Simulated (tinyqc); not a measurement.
What moves the results: virtual-crystal alloy in the empirical-pseudopotential method. A value that a table varies takes the place of the one given here.

Empirical pseudopotential on the fcc lattice, atoms at +/- tau, tau = a (1,1,1)/8, no spin-orbit coupling. H(G,G') = c (2 pi/a)^2 |k + G|^2 delta + VS(q) cos(q.tau) + i VA(q) sin(q.tau), q = G - G', c = hbar^2/2m0; k and G in units of 2 pi/a; VS at |q|^2 = 3, 8, 11 and VA at 3, 4, 11, in rydberg, zero elsewhere. At each k the basis holds all G with |k + G|^2 up to 16; energies are counted from the fourth level at Gamma.

Virtual crystal A(1-x)B(x): a = (1 - x) a_A + x a_B. Rule linear: V = (1 - x) V_A + x V_B. Rule volume: V = [(1 - x) a_A^3 V_A + x a_B^3 V_B]/a^3, since a form factor is an atomic potential divided by the cell volume.

Constants: hbar^2/2m0 = 3.80998211 eV angstrom^2; Ry = 13.60569312 eV.

Parameters, chosen for this exercise (classic local form factors of the size used for Si (A) and Ge (B), which place X and L only to a few tenths of an eV; not measured data):
- a = (5.44, 5.651) angstrom (lattice constants of A, B)
- VSA = (-0.208, 0.04, 0.081) Ry (symmetric form factors of A)
- VAA = (0, 0, 0) Ry (antisymmetric form factors of A)
- VSB = (-0.228, 0.01, 0.06) Ry (symmetric form factors of B)
- VAB = (0, 0, 0) Ry (antisymmetric form factors of B)
- rule = linear (mixing rule)

## Gaps across the alloy

Gaps from the valence top to the fifth band at Gamma, at L = (1/2,1/2,1/2) and at the lowest of k = (f,0,0), f = 0.70, 0.75, ..., 1.00. Bowing C = 4 [(E(0) + E(1))/2 - E(1/2)].

Gaps (eV):
```
x      Gamma  Delta/X  f of the minimum      L   lowest
0.000  3.351    0.767              0.85  1.852  Delta/X
0.167  3.366    0.799              0.85  1.707  Delta/X
0.333  3.126    0.829              0.85  1.556  Delta/X
0.500  2.673    0.857              0.85  1.400  Delta/X
0.667  2.211    0.884              0.85  1.239  Delta/X
0.833  1.740    0.908              0.85  1.073  Delta/X
1.000  1.259    0.931              0.85  0.902        L
```

bowing (eV): Gamma -1.473, Delta/X -0.035, L -0.095

How do the results move?

The lowest valley changes: Delta/X to L between x = 0.833 and 1.000. From A to B the Gamma gap moves by -2.09 eV, L by -0.95 eV and Delta/X by +0.16 eV; a move of Delta/X below about 0.4 eV is within the error of such form factors, sign included. The virtual crystal holds no disorder and no bond relaxation, so its bowing comes from the non-linear dependence on the mean potential and volume alone, and it may differ from measured bowing, which is positive in these alloys, in size and even in sign; crossings move with it; where the character of the fifth band at Gamma changes along x, its value mixes two levels.

## Two mixing rules

Gaps from the valence top to the fifth band at Gamma, at L = (1/2,1/2,1/2) and at the lowest of k = (f,0,0), f = 0.70, 0.75, ..., 1.00. Both rules agree at the ends.

Gaps (eV):
```
x     Gamma, linear  Delta/X, linear  L, linear  Gamma, volume  Delta/X, volume  L, volume
0.25          3.349            0.814      1.632          3.292            0.813      1.611
0.50          2.673            0.857      1.400          2.597            0.856      1.371
0.75          1.977            0.896      1.157          1.919            0.895      1.134
```

What does this show?

At x = 0.5 the volume rule moves Gamma by -76 meV, Delta/X by -1 meV and L by -30 meV, that is the bowing by -4 times these; the lattice constants differ by 3.9 %, and the rules would coincide for equal ones.

tinyqc: `OMP_NUM_THREADS=1 python tinyqc.py 1050463 1050464 out.jsonl`; about 0.2 s, one thread, shared Intel(R) Xeon(R) Processor @ 2.30GHz.
